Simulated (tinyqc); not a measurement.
# Arrhenius plot from several rate windows

Emission rate en = sn vth(T) Nc(T) exp(-Et/kB T) = sn g T^2 exp(-Et/kB T), g = vth Nc/(300 K)^2, as vth goes as T^0.5 and Nc as T^1.5 (degeneracy factor 1). Each window ew gives the temperature where en = ew.

Values chosen for this exercise; material values close to those of silicon:
- Nc = 2.82e19 cm^-3 (conduction-band density of states at 300 K)
- vth = 2.4e7 cm/s (thermal velocity at 300 K)
- Et = 0.36 eV (depth of the trap below the conduction edge)
- sn = 5.4e-17 cm^2 (capture cross-section)

Constants: q = 1.602176634e-19 C, kB = 1.380649e-23 J/K. Results are converted to the units shown.

Result of one run:

| ew (1/s) | T peak (K) | q/kB T (1/eV) | ln(ew/T^2) | ln ew |
|---|---|---|---|---|
| 1.7 | 183.2 | 63.35 | -9.890 | 0.5306 |

What becomes of these results when the rate window ew is changed from 1.7 to 47 1/s, all else the same?

Result of the changed run:

| ew (1/s) | T peak (K) | q/kB T (1/eV) | ln(ew/T^2) | ln ew |
|---|---|---|---|---|
| 47 | 211.3 | 54.92 | -6.856 | 3.850 |

The whole series:

| ew (1/s) | T peak (K) | q/kB T (1/eV) | ln(ew/T^2) | ln ew |
|---|---|---|---|---|
| 1.7 | 183.2 | 63.35 | -9.890 | 0.5306 |
| 5.1 | 191.7 | 60.55 | -8.882 | 1.629 |
| 15 | 200.7 | 57.81 | -7.896 | 2.708 |
| 47 | 211.3 | 54.92 | -6.856 | 3.850 |
| 140 | 222.4 | 52.17 | -5.868 | 4.942 |
| 430 | 235.1 | 49.36 | -4.856 | 6.064 |
| 1300 | 249.0 | 46.61 | -3.865 | 7.170 |
| 3900 | 264.4 | 43.89 | -2.886 | 8.269 |

The peak rises from 183 to 264 K. ln(ew/T^2) against q/kB T is a straight line of slope -0.3600 eV, the trap depth. Its intercept gives sn = 5.40e-17 cm^2. Leaving out the T^2 gives 0.3977 eV, too high by about 2 kB T.

tinyqc, about 0.01 s, one thread, Intel Xeon 2.30GHz (shared host): `OMP_NUM_THREADS=1 python tinyqc.py 2050022 2050023 out.jsonl`
